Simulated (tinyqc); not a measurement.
Tight binding, dimerised chain, step by step. One step of it, computed by the program tinyqc.

Question. Bloch Hamiltonian at X. H_AA = +delta, H_BB = -delta, H_AB = -t1 - t2 exp(-i k a).

Parameters chosen for this model:
```
parameter     value                      unit
t1         0.350000       eV, inside the cell
t2         2.200000         eV, between cells
delta             0  eV, +/- on the two sites
```

k point X (2 pi / a): [0.500000]

Give: H(k) at X.

Answer.

H(k) at X (eV), order A, B:
```
[[0.0000, 1.8500],
 [1.8500, 0.0000]]
```
